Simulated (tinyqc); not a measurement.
What each parameter does: trap in a gate oxide as a short-range spherical well.

A spherical well of radius R and depth V0 below the conduction edge, one mass m, c = hbar^2/2m0. The s level at binding Et solves k cot(k R) = -kappa with k = sqrt(m (V0 - Et)/c), kappa = sqrt(m Et/c); it exists for V0 > Vc = c (pi/2R)^2/m. Outside, psi falls as exp(-kappa r)/r.

Energies from the conduction edge of the channel. The trap level at depth x is E_T = dEc - Et - e Fox x (1 MV/cm = 0.01 eV/angstrom). An electron at the channel edge tunnels with the WKB exponent S = (4/3) sqrt(m/c) [dEc^(3/2) - (dEc - e Fox x)^(3/2)]/(e Fox), c = hbar^2/2m0; tau = t0 exp(S); the occupation is f = 1/(1 + exp((E_T - EF)/kB T)), tau_c = tau/f and tau_e = tau/(1 - f). Lattice relaxation is left out; a level below the channel edge needs phonons as well, so tau is then a lower bound, while a level above it can also empty elastically at its own energy, through a thinner barrier, faster than this tau.

Constants: hbar^2/2m0 = 3.80998211 eV angstrom^2; kB = 8.617333262e-05 eV/K.

Inputs chosen for the exercise (near those of Al2O3 on GaAs; shifted at random, so the results belong to these values and not to a real crystal):

| symbol | value | unit | meaning |
|---|---|---|---|
| R | 4.8 | angstrom | radius of the well |
| V0 | 3.46 | eV | depth of the well |
| m | 0.312 | m0 | mass |
| dEc | 1.87 | eV | conduction offset to the channel |
| Fox | 3 | MV/cm | oxide field, lowering levels away from the channel |
| t0 | 11 | x 1e-11 s | time constant at the interface |
| T | 200 | K | temperature |
| EF | 0.07 | eV | Fermi level above the channel edge |
| x | 7 | angstrom | depth of the trap |

Et from the well, then the level and the time.

One parameter was then changed.

Results before and after:

| case | Et (eV) | E_T (eV) | log10 tau (s) | ln(tau_c/tau_e) |
|---|---|---|---|---|
| base | 1.021 | 0.639 | -7.65 | 33.0 |
| changed | 1.021 | 0.639 | -7.65 | 30.1 |

Which of these changes was made? (a) x = 9 angstrom; (b) V0 = 3.63 eV; (c) m = 0.343 m0; (d) dEc = 1.72 eV; (e) Fox = 4 MV/cm; (f) EF = 0.12 eV; (g) T = 250 K.

Answer: (f) EF = 0.12 eV. Of the candidates, run in turn, only this one gives the changed row.

All candidates:

| case | Et (eV) | E_T (eV) | log10 tau (s) | ln(tau_c/tau_e) |
|---|---|---|---|---|
| base | 1.021 | 0.639 | -7.65 | 33.0 |
| x = 9 angstrom | 1.021 | 0.579 | -7.01 | 29.5 |
| Fox = 4 MV/cm | 1.021 | 0.569 | -7.67 | 28.9 |
| dEc = 1.72 eV | 1.021 | 0.489 | -7.75 | 24.3 |
| m = 0.343 m0 | 1.155 | 0.505 | -7.54 | 25.3 |
| V0 = 3.63 eV | 1.142 | 0.518 | -7.65 | 26.0 |
| T = 250 K | 1.021 | 0.639 | -7.65 | 26.4 |
| EF = 0.12 eV | 1.021 | 0.639 | -7.65 | 30.1 |

tinyqc: `OMP_NUM_THREADS=1 python tinyqc.py 1280827 1280828 out.jsonl`; about 0.01 s, one thread, shared Intel(R) Xeon(R) Processor @ 2.30GHz.
